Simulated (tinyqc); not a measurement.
Which input was changed? Model: electromigration in a confined line: Blech product, Korhonen stress evolution and Black's law. Computed by tinyqc, a small Python program. Command: `OMP_NUM_THREADS=1 python tinyqc.py 3008718 3008719 out.jsonl emigr which`. One thread of a shared host (Intel(R) Xeon(R) Processor @ 2.30GHz), about 0.03 s of CPU time with the checks.

The electron wind pushes atoms from the cathode (x = 0) to the anode (x = L); blocking ends build a back stress (tension positive). The input rho is taken not to change with temperature. d sigma/dt = d/dx [kappa (d sigma/dx + G)], with zero flux at both ends and sigma = 0 at t = 0.

Inputs (values chosen for the exercise, close to those used for copper lines):
```
quantity,value,unit
resistivity rho,2.66,micro-ohm cm
atomic volume Omega,11.8,angstrom^3
effective charge number Z*,1,-
prefactor D0,4.1e-08,m^2/s
activation energy E,0.905,eV
effective modulus B,27,GPa
critical stress sigma_c,140,MPa
current density j,4.4,MA/cm^2
line length L,26,um
test temperature T,350,C
```

Start: stress-free.

Constants: e = 1.602176634e-19 C; k_B = 8.617333262e-05 eV/K; k_B = 1.380649e-23 J/K.

Method:
- G = Z* e rho j/Omega; D = D0 exp(-E/(k_B T)); kappa = D B Omega/(k_B T); drift velocity of an unconfined line v = D Z* e rho j/(k_B T). SI: 1 micro-ohm cm = 1e-8 ohm m, 1 MA/cm^2 = 1e10 A/m^2.
- Temperatures in kelvin are T(C) + 273.15.
- At steady state sigma(x) = G (L/2 - x). A void forms only if the cathode stress reaches sigma_c, that is if j L exceeds (j L)_c = 2 Omega (sigma_c)/(Z* e rho). Time scale tau = L^2/kappa.

Task: One of these inputs alone was changed, within the range given: resistivity rho (1.33 to 5.32); effective charge number Z* (0.5 to 2); effective modulus B (13.5 to 54); critical stress sigma_c (70 to 280). Which one, and to what value?

Results:
```
run,critical product (j L)_c (A/cm),tau (h),drift velocity (nm/h)
before,7752.611,2.579611,154.2380
after,8915.503,2.579611,154.2380
```

Result:

Each candidate set to reproduce critical product (j L)_c, and what it then gives:
```
candidate,range searched,value needed,tau (h),drift velocity (nm/h)
resistivity rho (micro-ohm cm),1.33 to 5.32,2.313,2.5796,134.12
effective charge number Z*,0.5 to 2,0.8696,2.5796,134.12
effective modulus B (GPa),13.5 to 54,no effect,-,-
critical stress sigma_c (MPa),70 to 280,161.0,2.5796,154.24
```

Only critical stress sigma_c fits every result: it went from 140 to 161 MPa. The next best candidate, effective charge number Z*, misses one result by 13 %.
